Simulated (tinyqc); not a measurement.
Strain, valley repopulation and piezoresistance in a many-valley conduction band. Changing the longitudinal mass m_l. Computed by tinyqc, a small Python program. Command: `OMP_NUM_THREADS=1 python tinyqc.py 3019570 3019571 out.jsonl valleys sweep`. One thread of a shared host (Intel(R) Xeon(R) Processor @ 2.30GHz), about 0.06 s of CPU time with the checks.

Valleys are ellipsoids with mass m_l along the axis a and m_t across it, parabolic, with one constant relaxation time; strain shifts the valleys and leaves the masses alone. Currents are taken along [110], along the load, and along [1-10], across the load.

Inputs (values chosen for the exercise, for a model crystal):
```
quantity                               value    unit
transverse mass m_t                   0.0752     m_0
shear deformation potential Xi_u          13      eV
dilation deformation potential Xi_d     -3.6      eV
C11                                      131     GPa
C12                                     49.7     GPa
C44                                     73.5     GPa
stress X (tension positive)               45     MPa
electron density n                   2.7e+18  1/cm^3
relaxation time tau                      340      fs
temperature T                            100       K
```

Valley axes: <111> (4 valleys). Load: uniaxial [110].

Constants: k_B = 8.617333262e-05 eV/K; m_0 = 9.1093837015e-31 kg; k_B = 1.380649e-23 J/K; hbar = 1.054571817e-34 J s; e = 1.602176634e-19 C.

Method:
- Compliances S11 = (C11 + C12)/((C11 - C12)(C11 + 2 C12)), S12 = -C12/((C11 - C12)(C11 + 2 C12)), S44 = 1/C44; stress sigma_ij = X n_i n_j for the unit vector n of the load; e_xx = S11 sigma_xx + S12 (sigma_yy + sigma_zz), e_xy = S44 sigma_xy/2 (tensor strain).
- Herring-Vogt shift of a valley with unit axis a: dE = Xi_d tr(e) + Xi_u a.e.a.
- Each of the 4 valleys holds n_v = N_v (2/sqrt(pi)) F_1/2((E_F - dE_v)/(k_B T)), N_v = 2 (m_d k_B T/(2 pi hbar^2))^(3/2), m_d = (m_l m_t^2)^(1/3); E_F solves sum n_v = n and is counted from the unstrained edge.
- F_j(eta) = int_0^infinity x^j/(1 + exp(x - eta)) dx, without a gamma-function factor. It is evaluated after integrating by parts.
- Integrals over x = E/(k_B T) use 160 Gauss-Legendre points in u = sqrt(x) from 0 to sqrt(max(eta, 0) + 32).
- Mobility tensor mu = e tau sum_v (n_v/n) [1/m_t + (1/m_l - 1/m_t) a a^T]; unstrained mu_0 = e tau (1/m_l + 2/m_t)/3; resistivity along d from the inverse tensor, rho_d = d.mu^-1.d/(n e), mobility along d = 1/(d.mu^-1.d); gauge pi_d = (rho_d/rho_0 - 1)/X.

One run for each value; columns: (1) longitudinal mass m_l (m_0); (2) resistance change along the first direction (%); (3) resistance change along the second direction (%); (4) unstrained mobility mu_0 (cm^2/(V s)):
```
(1)       (2)     (3)     (4)
0.09  -0.3074  0.3093  7516.2
0.13  -0.9547  0.9733  6834.7
0.20  -1.7076  1.7679  6298.1
0.30  -2.3793  2.4982  5965.9
0.45  -2.9980  3.1892  5744.4
0.67  -3.5475  3.8184  5598.9
1.00  -4.0421  4.3976  5500.7
1.50  -4.4857  4.9278  5434.3
```

Over the rows, resistance change along the first direction (%) falls from -0.307 to -4.49 (exponent d ln y / d ln x 3.1 between the first rows and 0.26 between the last); resistance change along the second direction (%) rises from 0.309 to 4.93 (exponent d ln y / d ln x 3.1 between the first rows and 0.28 between the last); unstrained mobility mu_0 (cm^2/(V s)) falls from 7520 to 5430 (exponent d ln y / d ln x -0.26 between the first rows and -0.030 between the last). Repopulation acts only through the mass anisotropy, (m_l - m_t)/(2 m_l + m_t), which tends to 1/2.
